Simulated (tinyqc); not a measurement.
Worked calculation: core-shell quantum dot (spherical envelope functions). Values are carried at full precision from step to step, so a last printed digit may differ when a step is redone from the rounded ones.

Parabolic bands; strain and other valleys are left out. s states, u = r psi, hard wall at R + H, c = hbar^2/2m0, energies from the band edges of the core. Core: u = sin(k1 r)/k1, k1 = sqrt(m1 E/c). At R, psi and psi'/m are continuous, so u is continuous and its slope in the shell is s = u/R + (m2/m1)(u' - u/R). Shell: u(R + x) = u(R) cos(k2 x) + s sin(k2 x)/k2, k2 = sqrt(m2 (E - V)/c); for negative arguments the functions turn into sinh and cosh. A level has u(R + H) = 0.

Constants: hbar^2/2m0 = 3.80998211 eV angstrom^2; e^2/(4 pi eps0) = 14.39964547 eV angstrom; hc = 1239.841984 eV nm.

Inputs chosen for the exercise (near those of a GaAs/AlGaAs core-shell dot; not measured data):
- R = 34 angstrom (core radius)
- H = 30 angstrom (shell thickness)
- Vc = 0.27 eV (conduction edge of the shell above that of the core)
- me1 = 0.066 m0 (electron, core)
- me2 = 0.092 m0 (electron, shell)
- E = 0.162 eV (trial energy of the electron)
- Vv = 0.127 eV (hole barrier of the shell)
- mh1 = 0.4 m0 (hole, core)
- mh2 = 0.448 m0 (hole, shell)
- Eg = 1.425 eV (gap of the core)
- eps = 11.5 (dielectric constant)

## Shooting at a trial energy

Carry the electron solution outwards.

k1^2 = 0.0028063 1/angstrom^2
k2^2 = -0.0026079 1/angstrom^2
u(R) = 18.378 angstrom
s = -0.5312
u(R + H) = 21.566 angstrom

u(R + H) is positive: no node yet, so the lowest level lies above the trial energy.

## Ground states

Find the lowest root for electron and hole, and the share of u^2 inside the core.

Levels:
```
carrier   E (eV)  share in the core
electron  0.1993              0.746
hole      0.0487              0.905
```

The core holds 15 % of the volume. Both carriers sit mainly in the core, as the type I line-up favours.

## Overlap and Coulomb integrals

Overlap = (integral of u_e u_h)^2 with normalised u. Coulomb integrals J_ab = (q/eps) double integral of u_a(r)^2 u_b(s)^2/max(r, s), q = e^2/(4 pi eps0), one eps everywhere. Exciton E = Eg + E_e + E_h - J_eh; first-order biexciton shift J_ee + J_hh - 2 J_eh (positive: repulsive).

Integrate numerically.

overlap = 0.935

J_eh, J_ee, J_hh (meV): 44.7  41.1  49.7

## Exciton and biexciton

Give E, the wavelength hc/E and the biexciton shift.

E = 1.628 eV
wavelength = 761 nm
biexciton shift = 1 meV

At first order the shift is the Coulomb integral of the net charge density with itself and cannot be negative; correlation, left out here, lowers it, and may reverse a shift as small as this.

## Checks

- Level without offset and mass step against c (pi/(R + H))^2/m, eV: both 0.1391.
- J_ee in that case against 1.786 q/(eps (R + H)), meV: both 34.9.

Program tinyqc; command `OMP_NUM_THREADS=1 python tinyqc.py 1252786 1252787 out.jsonl`; about 0.06 s on one thread of a shared Intel(R) Xeon(R) Processor @ 2.30GHz.
